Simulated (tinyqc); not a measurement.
Valence-band offset from core levels (Kraut method), with the dipole against the affinity rule: one step of the calculation.

Binding energies are counted downwards from the Fermi level. dEv > 0 means that the valence edge of B lies below that of A, dEc > 0 that the conduction edge of B lies above that of A; dEc + dEv = EgB - EgA. The spectra are made-up values treated as data.

Task. Offsets. dEv = (iB - iA) - (cB - vB) + (cA - vA), dEc = EgB - EgA - dEv.

Values chosen for this exercise; gaps and affinities close to those of silicon (A) and aluminium oxide (B):
- EgA = 1.11 eV (gap of the substrate A)
- EgB = 8.71 eV (gap of the overlayer B)
- cA = 78.47 eV (core level of bare A)
- cB = 103.77 eV (core level of thick B)
- vB = 4.08 eV (valence-band maximum of thick B)
- iA = 78.71 eV (core level of A under a thin film of B)
- iB = 104.95 eV (core level of B in that thin film)

vA = 0.51147541 eV

Find: cA - vA; cB - vB; iB - iA; dEv; dEc.

Result.

cA - vA = 77.959 eV
cB - vB = 99.690 eV
iB - iA = 26.240 eV
dEv = 4.5085 eV
dEc = 3.0915 eV

The alignment is type I (straddling). Both offsets exceed 1 eV, the usual requirement for a gate dielectric. A rigid shift of all levels, by charging or doping, cancels in the differences.

Numbers from tinyqc (`OMP_NUM_THREADS=1 python tinyqc.py 2410067 2410068 out.jsonl`; about 0.01 s on one thread of a shared Intel Xeon 2.30GHz).
